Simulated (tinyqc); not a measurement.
MOS capacitor with interface traps: C-V stretch-out, conductance peak and subthreshold swing: one step, computed by the program tinyqc.

Energies at the interface are counted from the valence band. psi > 0 means bending towards depletion, so the surface potential is -psi. Boltzmann statistics, full ionisation, no quantum confinement. Traps are neutral when filled up to E_n, with a sharp (zero-temperature) occupation.

Problem. Charges at the given band bending. With u = psi/k_B T and r = (n_i/N)^2: F = sqrt(exp(-u) + u - 1 + r (exp(u) - u - 1)); Q_s = +sign(u) sqrt(2) eps_s eps_0 (k_B T/e) F/L_D; C_s = (eps_s eps_0/(sqrt(2) L_D)) |1 - exp(-u) + r (exp(u) - 1)|/F; at high frequency, below strong inversion, the terms in r are dropped. D(E) = D_0. E_F at the interface is E_s = E_F - psi; Q_it = -e int from E_n to E_s of D(E) dE; C_it = e D(E_s) (per volt); V_G = phi_ms - psi - (Q_s + Q_it + e N_f)/C_ox.

Inputs (values chosen for the exercise, modelled on silicon, with an insulator like SiO2):
```
quantity                               value         unit
dielectric constant eps_s               11.9            -
doping N                             4.3e+15        cm^-3
work-function difference phi_ms        -0.89            V
fixed charge N_f                    -6.9e+11        cm^-2
trap density D_0                       3e+11  cm^-2 eV^-1
neutrality level E_n                   0.436           eV
band bending towards depletion psi      0.65            V
temperature T                            300            K
```

Substrate: n-type. Trap spectrum: flat.

k_B T = 0.02585200 eV

n_i = 5.994164e+09 cm^-3

Debye length L_D = 62.87898 nm

bulk E_F = 0.9117897 eV

C_ox = 1.351966 microF/cm^2

Constants: eps_0 = 8.8541878128e-12 F/m; e = 1.602176634e-19 C.

Give: E_s; Q_s; C_s; C_s at high frequency; D(E_s); Q_it; C_it; gate voltage V_G.

Solution.

E_s = 0.2618 eV

Q_s = 0.03020 microC/cm^2

C_s = 0.02791 microF/cm^2

C_s at high frequency = 0.02411 microF/cm^2

D(E_s) = 3.00e+11 cm^-2 eV^-1

Q_it = 0.008373 microC/cm^2

C_it = 0.04807 microF/cm^2

gate voltage V_G = -1.487 V

The traps hold positive charge because E_s lies below E_n.
